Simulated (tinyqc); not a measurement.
Worked calculation: thermal, flicker and telegraph noise of a field-effect transistor. Computed by tinyqc, a small Python program that keeps every step. Command: `OMP_NUM_THREADS=1 python tinyqc.py 3026356 3026357 out.jsonl noise walk`. One thread of a shared host (Intel(R) Xeon(R) Processor @ 2.30GHz), about 0.01 s of CPU time with the checks. Intermediate numbers are printed to about 6 digits and carried at full precision; extremes and crossings named in words are read from the listed rows.

Strong inversion, threshold roll-off and channel-length modulation left out; noise sources are uncorrelated and are given as one-sided spectral densities. The drain voltage is 50 mV.

Inputs (values chosen for the exercise, modelled on a high-k silicon transistor): width W = 6.7 micrometre; length L = 1300 nm; electrical oxide thickness t = 7.9 nm; mobility mu = 230 cm^2/(V s); overdrive V_ov = 0.23 V; oxide trap density N_t = 1.5e+17 1/(eV cm^3); oxide barrier phi = 2.3 eV; oxide mass m_ox = 0.34 m_0; Coulomb scattering coefficient alpha_sc = 12000 V s/C; frequency f = 10000 Hz; temperature T = 300 K.

Operating region: linear. Flicker model: number with correlated mobility.

Constants: eps_0 = 8.8541878128e-12 F/m; hbar = 1.054571817e-34 J s; m_0 = 9.1093837015e-31 kg; e = 1.602176634e-19 C; k_B = 8.617333262e-05 eV/K; k_B = 1.380649e-23 J/K.

## Operating point

C_ox = 3.9 eps_0/t; I = mu C_ox (W/L) V_ov V_D; g_m = I/V_ov; g_d0 = I/V_D.

C_ox = 0.437105 microfarad/cm^2

drain current I = 5.95859 microampere

g_m = 25.9069 microsiemens

g_d0 = 119.172 microsiemens

## Flicker noise

Tunnelling length lambda = hbar/(2 sqrt(2 m_ox phi)); flat-band noise S_Vfb = e^2 k_B T lambda N_t/(W L C_ox^2 f). S_I = g_m^2 S_Vfb (1 + alpha_sc mu C_ox I/g_m)^2.

tunnelling length lambda = 1.10364 angstrom

S_Vfb = 6.60152e-15 V^2/Hz

flicker S_I = 7.23068e-24 A^2/Hz

flicker S_I/I^2 = 2.03654e-13 1/Hz

## Thermal noise and corner

Thermal: S_I = 4 k_B T g_d0; input-referred S_V = S_I/g_m^2; corner f_c where flicker equals thermal. Total input noise from 1 Hz to f_c: sqrt(S_V,thermal [f_c ln(f_c/1 Hz) + f_c - 1 Hz]).

thermal S_I = 1.97441e-24 A^2/Hz

input-referred thermal noise = 54.2380 nV/sqrt(Hz)

corner frequency f_c = 36621.9 Hz

input noise up to f_c = 35.2112 microvolt

full shot noise 2eI over thermal S_I = 0.967043

At f the noise is flicker dominated (f_c/f = 3.66).

## How many traps?

Active traps per decade of time constant: N_dec = N_t k_B T W L lambda ln(10); a single trap at the interface shifts the threshold by e/(W L C_ox) and the current by g_m times that; tunnelling depth for frequency f, z = lambda ln(1/(2 pi f tau_0)), tau_0 = 1e-10 s.

traps per decade = 8.58316

threshold step of one trap = 0.00420829 mV

current step of one trap = 0.00182969 %

depth probed at f = 1.32190 nm

With several traps per decade their Lorentzians merge into 1/f.

## Telling the models apart

The formulas are those given above.

Against the overdrive:
```
V_ov (V)  I (microampere)  (g_m/I)^2 (1/V^2)  S_I/I^2 (1/Hz)  S_I/g_m^2 (V^2/Hz)
0.20               5.1814            25.0000     2.54287e-13         1.01715e-14
0.25               6.4767            16.0000     1.78945e-13         1.11841e-14
0.32               8.2902             9.7656     1.23852e-13         1.26824e-14
0.40              10.3628             6.2500     9.06882e-14         1.45101e-14
0.50              12.9535             4.0000     6.78707e-14         1.69677e-14
0.63              16.3214             2.5195     5.15237e-14         2.04498e-14
0.80              20.7255             1.5625     3.98333e-14         2.54933e-14
1.00              25.9069             1.0000     3.21378e-14         3.21378e-14
```

S_I/I^2 falls as V_ov^-1.57 at first and V_ov^-0.96 at the end; (g_m/I)^2 as V_ov^-2.00 and V_ov^-2.00. The input-referred noise rises by a factor 3.16, because trapped charge also scatters, and that term grows with I/g_m.

Checks made by the program: g_m against a numerical derivative of I (relative difference below 1e-10).
